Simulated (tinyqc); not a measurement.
Landau-Devonshire theory of a uniaxial ferroelectric. From intrinsic coercive field back to Curie-Weiss temperature T0. Computed by tinyqc, a small Python program. Command: `OMP_NUM_THREADS=1 python tinyqc.py 3021531 3021532 out.jsonl ferro inv`. One thread of a shared host (Intel(R) Xeon(R) Processor @ 2.30GHz), about 0.02 s of CPU time with the checks.

G(P) = (alpha/2) P^2 + (beta*/4) P^4 + (gamma/6) P^6 - E P per volume, SI units, one domain, P along the polar axis, which is normal to the film.

Inputs (values chosen for the exercise, for a model ferroelectric):

| quantity | value | unit |
|---|---|---|
| alpha_0 | 353000 | J m/(C^2 K) |
| beta | -3.7e+09 | J m^5/C^4 |
| gamma | 4.37e+10 | J m^9/C^6 |
| temperature T | 395 | K |
| misfit strain u_m | -0.0049 | - |
| electrostriction Q12 | -0.043 | m^4/C^2 |
| compliance s11 + s12 | 3.6e-12 | m^2/N |

Sample: epitaxial film.

Constants: eps_0 = 8.8541878128e-12 F/m.

Method:
- alpha = alpha_0 (T - T0*), with clamping: T0* = T0 + 4 Q12 u_m/(alpha_0 (s11 + s12)), beta* = beta + 4 Q12^2/(s11 + s12).
- Ps^2 = [-beta* + sqrt(beta*^2 - 4 alpha gamma)]/(2 gamma).
- chi = 1/(eps_0 G''), G'' = alpha + 3 beta* P^2 + 5 gamma P^4 at Ps. Ps, chi and the coercive field are for perfect screening, without a depolarising field. The intrinsic coercive field is |alpha P + beta* P^3 + gamma P^5| at the P_c where G'' = 0. 1 C/m^2 = 100 microcoulomb/cm^2.

Question. A run gave the result below. Find the Curie-Weiss temperature T0, known to lie between 470 and 1300 K.

intrinsic coercive field = 84.3343 MV/m

Answer.

Each step takes the trial c = (a f_b - b f_a)/(f_b - f_a), f being the result less the target and a, b, c the logarithms of the listed values; c replaces end b, the old b replaces a if the sign of f changed, and otherwise f_a is halved.

Scan of the range:

| Curie-Weiss temperature T0 (K) | intrinsic coercive field (MV/m) |
|---|---|
| 470 | 52.340 |
| 557 | 59.109 |
| 660 | 67.287 |
| 782 | 77.185 |
| 926 | 89.143 |
| 1100 | 103.956 |
| 1300 | 121.433 |

False position (Illinois rule, in the logarithm of the input) inside the bracket:

| step | end a | end b | trial | intrinsic coercive field (MV/m) |
|---|---|---|---|---|
| 1 | 782.000 | 926.000 | 865.149 | 84.0554 |
| 2 | 926.000 | 865.149 | 868.378 | 84.3242 |
| 3 | 926.000 | 868.378 | 868.612 | 84.3437 |
| 4 | 868.378 | 868.612 | 868.500 | 84.3343 |
| 5 | 868.612 | 868.500 | 868.500 | 84.3343 |

Intrinsic coercive field rises at every point of a 13-point scan of the range (every second point is shown), so one value fits; it is bracketed by 782 and 926. Answer: Curie-Weiss temperature T0 = 868.5 K.

Caution: the strain shifts T0 by more than 500 K here, which is beyond the range where constant coefficients hold. Caution: far below T0* the expansion with linear alpha(T) is only a fit.
